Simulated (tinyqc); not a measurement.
Electron density from the filling shift.

Problem. At zero temperature the Burstein-Moss shift of one parabolic valley is (C/me + C/mh) kF^2 with kF = (3 pi^2 n)^(1/3), C = hbar^2/(2 m0). Find kF and n.

Inputs (values chosen for the exercise):

| symbol | value | unit | meaning |
|---|---|---|---|
| me | 0.199 | m0 | electron mass |
| mh | 0.995 | m0 | hole mass |

Constants: q = 1.602176634e-19 C, hbar = 1.054571817e-34 J s, m0 = 9.1093837015e-31 kg, hbar^2/(2 m0) = 0.0380998212 eV nm^2. Results are converted to the units shown.

filling shift = 362.72847 meV

Answer. The shift gives kF^2, and n = kF^3/(3 pi^2).

kF = 1.26 1/nm
n = 6.70e19 cm^-3

Computed by the program tinyqc: `OMP_NUM_THREADS=1 python tinyqc.py 2330070 2330071 out.jsonl`, one thread of a shared Intel Xeon 2.30GHz, about 0.01 s for the whole run.
